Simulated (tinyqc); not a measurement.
Deep trap from a strong local potential in a two-band host (Koster-Slater model with semi-elliptic bands): one step, computed by the program tinyqc.

The valence band spans -2 W_v to 0 and the conduction band E_g to E_g + 2 W_c. The orbital at the impurity site has weight f_v in the valence band and 1 - f_v in the conduction band, each spread as a semi-ellipse (2/(pi W^2)) sqrt(W^2 - x^2) about the band centre. The impurity adds U to this orbital. Spin is left out.

Problem. The same problem as a small matrix. Each band is replaced by n levels e_k = centre + W cos(k pi/(n + 1)) with weights w_k = f (2/(n + 1)) sin^2(k pi/(n + 1)), k = 1..n (valence first); H_kl = e_k delta_kl + U sqrt(w_k w_l).

Inputs (values chosen for the exercise, with a gap close to that of GaP):
```
quantity                                value  unit
gap E_g                                  2.23    eV
half-width of the valence band W_v        2.4    eV
half-width of the conduction band W_c     5.3    eV
valence weight f_v of the site orbital   0.42     -
impurity potential U                     10.9    eV
levels per band n                           2     -
```

Impurity: repulsive, acceptor-like.

Give: host levels e_k; weights w_k; H.

Solution.

host levels e_k (eV): -1.20  -3.60  10.18  4.88

weights w_k: 0.21  0.21  0.29  0.29

H (eV), lower triangle (symmetric):
```
      1      2      3     4
1  1.09
2  2.29  -1.31
3  2.69   2.69  13.34
4  2.69   2.69   3.16  8.04
```
